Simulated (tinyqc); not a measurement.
Worked calculation: UHF in the sto-6g basis, for H6, spin multiplicity 1. One step of it, computed by the program tinyqc.

Question. Iteration 2: diagonalisation and new density. Diagonalise F' = X^T F X, C = X C', fill 3 alpha and 3 beta electrons from the bottom; D(s) = C_occ C_occ^T. Each column has its largest component positive (the first on a tie).

extrapolated F(alpha) (hartree), order 1H 1s, 2H 1s, 3H 1s, 4H 1s, 5H 1s, 6H 1s:
```
[[-0.142409, -0.440648, -0.122366, -0.000820, 0.009310, -0.004205],
 [-0.440648, -0.318447, -0.302026, -0.095829, -0.008329, -0.002727],
 [-0.122366, -0.302026, -0.217833, -0.454812, -0.120192, -0.004437],
 [-0.000820, -0.095829, -0.454812, -0.410518, -0.316280, -0.078999],
 [0.009310, -0.008329, -0.120192, -0.316280, -0.279072, -0.467357],
 [-0.004205, -0.002727, -0.004437, -0.078999, -0.467357, -0.330232]]
```

extrapolated F(beta) (hartree), order 1H 1s, 2H 1s, 3H 1s, 4H 1s, 5H 1s, 6H 1s:
```
[[-0.330232, -0.467357, -0.078999, -0.004437, -0.002727, -0.004205],
 [-0.467357, -0.279072, -0.316280, -0.120192, -0.008329, 0.009310],
 [-0.078999, -0.316280, -0.410518, -0.454812, -0.095829, -0.000820],
 [-0.004437, -0.120192, -0.454812, -0.217833, -0.302026, -0.122366],
 [-0.002727, -0.008329, -0.095829, -0.302026, -0.318447, -0.440648],
 [-0.004205, 0.009310, -0.000820, -0.122366, -0.440648, -0.142409]]
```

X, order 1H 1s, 2H 1s, 3H 1s, 4H 1s, 5H 1s, 6H 1s:
```
[[0.418152, -0.649817, 0.588520, 0.446068, 0.379173, 0.201899],
 [-0.695085, 0.778098, -0.370785, 0.226457, 0.404487, 0.296816],
 [0.918774, -0.268493, -0.548359, -0.423315, 0.133440, 0.371536],
 [-0.918774, -0.268493, 0.548359, -0.423315, -0.133440, 0.371536],
 [0.695085, 0.778098, 0.370785, 0.226457, -0.404487, 0.296816],
 [-0.418152, -0.649817, -0.588520, 0.446068, -0.379173, 0.201899]]
```

Give: F' = X^T F X; orbital energies; coefficients C; F' = X^T F X; orbital energies; coefficients C; D(alpha) after iteration 2; D(beta) after iteration 2.

Answer.

F' = X^T F X (alpha) (hartree):
```
[[0.7704, -0.0255, 0.0329, -0.0376, 0.0191, 0.0649],
 [-0.0255, 0.5022, -0.0131, -0.0304, -0.0551, -0.0067],
 [0.0329, -0.0131, 0.2061, 0.1288, 0.0083, -0.0141],
 [-0.0376, -0.0304, 0.1288, -0.3469, 0.0199, 0.0148],
 [0.0191, -0.0551, 0.0083, 0.0199, -0.5006, 0.0233],
 [0.0649, -0.0067, -0.0141, 0.0148, 0.0233, -0.6091]]
```

orbital energies (alpha) (hartree): [-0.6177, -0.5029, -0.3737, 0.2326, 0.5049, 0.7790]

coefficients C (alpha), order 1H 1s, 2H 1s, 3H 1s, 4H 1s, 5H 1s, 6H 1s:
```
[[0.1036, 0.3027, -0.3617, -0.6075, -0.6775, 0.5154],
 [0.2200, 0.4568, -0.3921, 0.2310, 0.6890, -0.7682],
 [0.3088, 0.2075, 0.2179, 0.6844, -0.1312, 0.9384],
 [0.4742, 0.0231, 0.5470, -0.4531, -0.3600, -0.8322],
 [0.3255, -0.3504, -0.1622, -0.4272, 0.8298, 0.6347],
 [0.2445, -0.4374, -0.4807, 0.5123, -0.6547, -0.3920]]
```

F' = X^T F X (beta) (hartree):
```
[[0.7704, 0.0255, 0.0329, 0.0376, 0.0191, -0.0649],
 [0.0255, 0.5022, 0.0131, -0.0304, 0.0551, -0.0067],
 [0.0329, 0.0131, 0.2061, -0.1288, 0.0083, 0.0141],
 [0.0376, -0.0304, -0.1288, -0.3469, -0.0199, 0.0148],
 [0.0191, 0.0551, 0.0083, -0.0199, -0.5006, -0.0233],
 [-0.0649, -0.0067, 0.0141, 0.0148, -0.0233, -0.6091]]
```

orbital energies (beta) (hartree): [-0.6177, -0.5029, -0.3737, 0.2326, 0.5049, 0.7790]

coefficients C (beta), order 1H 1s, 2H 1s, 3H 1s, 4H 1s, 5H 1s, 6H 1s:
```
[[0.2445, -0.4374, -0.4807, 0.5123, -0.6547, -0.3920],
 [0.3255, -0.3504, -0.1622, -0.4272, 0.8298, 0.6347],
 [0.4742, 0.0231, 0.5470, -0.4531, -0.3600, -0.8322],
 [0.3088, 0.2075, 0.2179, 0.6844, -0.1312, 0.9384],
 [0.2200, 0.4568, -0.3921, 0.2310, 0.6890, -0.7682],
 [0.1036, 0.3027, -0.3617, -0.6075, -0.6775, 0.5154]]
```

D(alpha) after iteration 2, order 1H 1s, 2H 1s, 3H 1s, 4H 1s, 5H 1s, 6H 1s:
```
[[0.2332, 0.3029, 0.0160, -0.1417, -0.0137, 0.0668],
 [0.3029, 0.4108, 0.0773, -0.0996, -0.0249, 0.0424],
 [0.0160, 0.0773, 0.1859, 0.2704, -0.0076, -0.1200],
 [-0.1417, -0.0996, 0.2704, 0.5246, 0.0576, -0.1571],
 [-0.0137, -0.0249, -0.0076, 0.0576, 0.2551, 0.3108],
 [0.0668, 0.0424, -0.1200, -0.1571, 0.3108, 0.4822]]
```

D(beta) after iteration 2, order 1H 1s, 2H 1s, 3H 1s, 4H 1s, 5H 1s, 6H 1s:
```
[[0.4822, 0.3108, -0.1571, -0.1200, 0.0424, 0.0668],
 [0.3108, 0.2551, 0.0576, -0.0076, -0.0249, -0.0137],
 [-0.1571, 0.0576, 0.5246, 0.2704, -0.0996, -0.1417],
 [-0.1200, -0.0076, 0.2704, 0.1859, 0.0773, 0.0160],
 [0.0424, -0.0249, -0.0996, 0.0773, 0.4108, 0.3029],
 [0.0668, -0.0137, -0.1417, 0.0160, 0.3029, 0.2332]]
```
